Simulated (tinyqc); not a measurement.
Depletion-mode phase shifter in a rib waveguide and its Mach-Zehnder modulator: one step of the calculation.

A lateral p-n junction at x0 in a waveguide whose mode intensity is a Gaussian of rms width s about x = 0; p side at smaller x. Reverse bias removes carriers and raises the index. Abrupt junction, doping uniform over the whole mode, lumped electrode (no travelling-wave effects).

Task. Mach-Zehnder modulator. One arm driven from 0 to V: phase 2 pi dneff L/lam; biased at quadrature the output swings between [1 -+ sin(phase/2)]/2; extinction ratio in dB; insertion loss = loss x L.

Parameters, values chosen for the exercise: wavelength lam = 1550 nm; length of the phase shifter L = 2 mm.

dneff = 1.2741431e-4
loss = 31.624900 dB/cm

Give: phase; extinction ratio; insertion loss.

Result.

phase = 0.3288 pi
extinction ratio = 4.700 dB
insertion loss = 6.325 dB

Program tinyqc, `OMP_NUM_THREADS=1 python tinyqc.py 2650008 2650009 out.jsonl`; Intel Xeon 2.30GHz, shared host, one thread, about 0.01 s.
